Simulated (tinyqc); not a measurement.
# Fermi velocity from one capacitance

Question. At zero temperature and without traps graphene has Cq = 2 q^3 phi/(pi hbar^2 vF^2), charge Cq phi/2, 1/C_G = 1/Cox + 1/Cq and Vg = phi + Cq phi/(2 Cox). Find Cq, phi, vF and n.

Constants: q = 1.602176634e-19 C, hbar = 1.054571817e-34 J s. Results are converted to the units shown.

Vg = 0.35599639 V
C_G = 0.79333712 uF/cm^2
Cox = 1.0821785 uF/cm^2

Solution. The series relation gives Cq, the voltage relation phi = Vg/(1 + Cq/(2 Cox)), and the formula for Cq then vF.

Cq = 2.97 uF/cm^2
phi = 0.150 V
vF = 1.09e6 m/s
n = 1.39e12 cm^-2

Numbers from tinyqc (`OMP_NUM_THREADS=1 python tinyqc.py 2200027 2200028 out.jsonl`; about 0.01 s on one thread of a shared Intel Xeon 2.30GHz).
